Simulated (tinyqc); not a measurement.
CIS and TDHF on RHF in the sto-3g basis, for H3+, spin multiplicity 1, step by step. Computed by tinyqc, a small Python program that keeps every step (integrals from PySCF). Settings: charge = 1, multiplicity = 1, basis = sto-3g, method = RHF, energy threshold = 1e-10, iteration cap = 79, orthogonalisation = canonical, start = atomic densities, DIIS depth = 6, TDHF = 1. Command: `OMP_NUM_THREADS=1 python tinyqc.py 28652 28653 out.jsonl` (the two numbers bound the seeds that draw the settings). One thread of a shared host (Intel(R) Xeon(R) Processor @ 2.60GHz), about 0.05 s of CPU time with the checks. The early iterations of the SCF are left out here.

## One-electron integrals

Geometry (angstrom):
```
atom         x         y          z
H     0.000000  0.000000   0.000000
H     0.000000  0.000000   0.927000
H     0.000000  0.429000  -0.841000
```

Basis sto-3g: exponents (1/bohr^2) and contraction coefficients of normalised primitives:
```
element  l (shell)  exponent  coefficient
H            s (1)  3.425251     0.154329
H            s (1)  0.623914     0.535328
H            s (1)  0.168855     0.444635
```

Overlap, kinetic and nuclear-attraction integrals over the contracted functions; the nuclear repulsion is the sum of Za Zb / Rab.

nuclear repulsion = 1.42222782 hartree

overlap S, order 1H 1s, 2H 1s, 3H 1s:
$$\begin{pmatrix}
1.000000 & 0.540467 & 0.529998 \\
0.540467 & 1.000000 & 0.159228 \\
0.529998 & 0.159228 & 1.000000
\end{pmatrix}$$

kinetic energy T (hartree), order 1H 1s, 2H 1s, 3H 1s:
$$\begin{pmatrix}
0.760032 & 0.140662 & 0.133376 \\
0.140662 & 0.760032 & -0.006713 \\
0.133376 & -0.006713 & 0.760032
\end{pmatrix}$$

nuclear attraction V (hartree), order 1H 1s, 2H 1s, 3H 1s:
$$\begin{pmatrix}
-2.313155 & -1.104973 & -1.077858 \\
-1.104973 & -2.064693 & -0.300392 \\
-1.077858 & -0.300392 & -2.056266
\end{pmatrix}$$

core Hamiltonian H = T + V (hartree), order 1H 1s, 2H 1s, 3H 1s:
$$\begin{pmatrix}
-1.553123 & -0.964311 & -0.944481 \\
-0.964311 & -1.304661 & -0.307105 \\
-0.944481 & -0.307105 & -1.296234
\end{pmatrix}$$

## Two-electron integrals

Functions are numbered as in S; the eight-fold symmetry (ij|kl) = (ji|kl) = (kl|ij) leaves the list below.

Two-electron integrals (ij|kl) in chemists' order, unique and non-zero (hartree):
```
(11|11) 0.774606   (21|11) 0.344329   (21|21) 0.190551   (22|11) 0.502454
(22|21) 0.344329   (22|22) 0.774606   (31|11) 0.335900   (31|21) 0.140853
(31|22) 0.200188   (31|31) 0.182453   (32|11) 0.094893   (32|21) 0.047069
(32|22) 0.078217   (32|31) 0.046184   (32|32) 0.013487   (33|11) 0.496625
(33|21) 0.203002   (33|22) 0.288967   (33|31) 0.335900   (33|32) 0.078217
(33|33) 0.774606
```

## Orthogonalisation

S = U s U^T; canonical form X = U s^(-1/2), so that X^T S X = 1. Each column of U has its largest component positive (the first on a tie).

eigenvalues of S: [0.318448, 0.840805, 1.840747]

X, order 1H 1s, 2H 1s, 3H 1s:
$$\begin{pmatrix}
1.316916 & -0.004922 & 0.493173 \\
-0.851533 & -0.762822 & 0.389896 \\
-0.825138 & 0.779368 & 0.384733
\end{pmatrix}$$

## Iteration 6 (converged): orbitals

converged F (hartree), order 1H 1s, 2H 1s, 3H 1s:
$$\begin{pmatrix}
-0.843855 & -0.702825 & -0.690827 \\
-0.702825 & -0.600765 & -0.324953 \\
-0.690827 & -0.324953 & -0.594819
\end{pmatrix}$$

Diagonalise F' = X^T F X, C = X C', fill 1 alpha and 1 beta electrons from the bottom; D = 2 C_occ C_occ^T. Each column has its largest component positive (the first on a tie).

F' = X^T F X (hartree):
$$\begin{pmatrix}
0.316930 & 0.000121 & -0.083377 \\
0.000121 & -0.324502 & 0.000530 \\
-0.083377 & 0.000530 & -1.014546
\end{pmatrix}$$

orbital energies (hartree): MO1 -1.019747, MO2 -0.324502, MO3 0.322131

coefficients C, order 1H 1s, 2H 1s, 3H 1s:
$$\begin{pmatrix}
0.574205 & -0.004654 & 1.283658 \\
0.336716 & -0.762443 & -0.874258 \\
0.332016 & 0.779740 & -0.847383
\end{pmatrix}$$

D after iteration 6, order 1H 1s, 2H 1s, 3H 1s:
$$\begin{pmatrix}
0.659422 & 0.386688 & 0.381290 \\
0.386688 & 0.226755 & 0.223590 \\
0.381290 & 0.223590 & 0.220470
\end{pmatrix}$$

## Convergence

Stop when the energy changes by less than 1e-10 hartree and every element of the error matrix X^T (F D S - S D F) X is below 3e-06.

Course of the cycle:
```
iteration  E (hartree)     change  largest element of the error matrix
1          -0.67092111          -                             1.08e-01
2          -1.20207380  -5.31e-01                             3.36e-03
3          -1.20208442  -1.06e-05                             2.68e-04
4          -1.20208450  -8.33e-08                             1.16e-05
5          -1.20208450  -5.79e-11                             3.30e-06
6          -1.20208450  -4.93e-12                             4.39e-07
```

PySCF RHF in the same basis = -1.20208450 hartree

Converged in 6 iterations.

## Integrals over molecular orbitals

(pq|rs) = sum C_ip C_jq C_kr C_ls (ij|kl), one index at a time.

one-electron integrals over orbitals h = C^T H C (hartree):
$$\begin{pmatrix}
-1.604566 & 0.002897 & -0.094953 \\
0.002897 & -1.181398 & -0.002175 \\
-0.094953 & -0.002175 & -0.723074
\end{pmatrix}$$

Two-electron integrals over orbitals (pq|rs), unique and non-zero (hartree):
```
(11|11) 0.584819    (21|11) -0.002897   (21|21) 0.145689    (22|11) 0.501293
(22|21) 0.004100    (22|22) 0.550189    (31|11) 0.094953    (31|21) 0.000973
(31|22) -0.034843   (31|31) 0.134009    (32|11) 0.001574    (32|21) -0.136931
(32|22) -0.004257   (32|31) -0.002359   (32|32) 0.153255    (33|11) 0.589607
(33|21) -0.004241   (33|22) 0.527722    (33|31) 0.087232    (33|32) 0.003309
(33|33) 0.631751
```

## CIS matrix, singlets

A(ia,jb) = (e_a - e_i) d_ij d_ab + 2 (ia|jb) - (ij|ab).

CIS matrix A, singlet (hartree), order 1>2, 1>3:
$$\begin{pmatrix}
0.485330 & 0.000373 \\
0.000373 & 1.020289
\end{pmatrix}$$

## CIS singlet states

dipole integrals <i|r|a> (bohr), order 1>2, 1>3:
$$\begin{pmatrix}
0.000000 & 0.306339 & -1.256946 \\
0.000000 & -0.278205 & -0.083602
\end{pmatrix}$$

Diagonalise A (1 hartree = 27.211386 eV); each vector has its largest component positive (the first on a tie). The transition dipole is mu = sqrt2 sum c_ia <i|r|a>.

singlet excitation energies (eV): [13.206499, 27.763484]

lowest vectors, order 1>2, 1>3:
$$\begin{pmatrix}
1.000000 & 0.000697 \\
-0.000697 & 1.000000
\end{pmatrix}$$

oscillator strengths 2/3 w |mu|^2: [1.083080, 0.114838]

## TDHF (RPA) singlet states

B(ia,jb) = 2 (ia|jb) - (ib|ja); the squared energies are the eigenvalues of (A - B)(A + B); 1 hartree = 27.211386 eV.

TDHF matrix B, singlet (hartree), order 1>2, 1>3:
$$\begin{pmatrix}
0.145689 & 0.000973 \\
0.000973 & 0.134009
\end{pmatrix}$$

squared energies w^2 (hartree^2): [0.214320, 1.023030]

TDHF energies from the positive w^2 (eV): [12.597418, 27.522942]

## CIS matrix, triplets

A(ia,jb) = (e_a - e_i) d_ij d_ab - (ij|ab).

CIS matrix A, triplet (hartree), order 1>2, 1>3:
$$\begin{pmatrix}
0.193952 & -0.001574 \\
-0.001574 & 0.752270
\end{pmatrix}$$

## CIS triplet states

Diagonalise A (1 hartree = 27.211386 eV); each vector has its largest component positive (the first on a tie).

triplet excitation energies (eV): [5.277594, 20.470440]

lowest vectors, order 1>2, 1>3:
$$\begin{pmatrix}
0.999996 & -0.002819 \\
0.002819 & 0.999996
\end{pmatrix}$$

## TDHF (RPA) triplet states

B(ia,jb) = - (ib|ja); the squared energies are the eigenvalues of (A - B)(A + B); 1 hartree = 27.211386 eV.

TDHF matrix B, triplet (hartree), order 1>2, 1>3:
$$\begin{pmatrix}
-0.145689 & -0.000973 \\
-0.000973 & -0.134009
\end{pmatrix}$$

squared energies w^2 (hartree^2): [0.016389, 0.547959]

TDHF energies from the positive w^2 (eV): [3.483538, 20.143026]
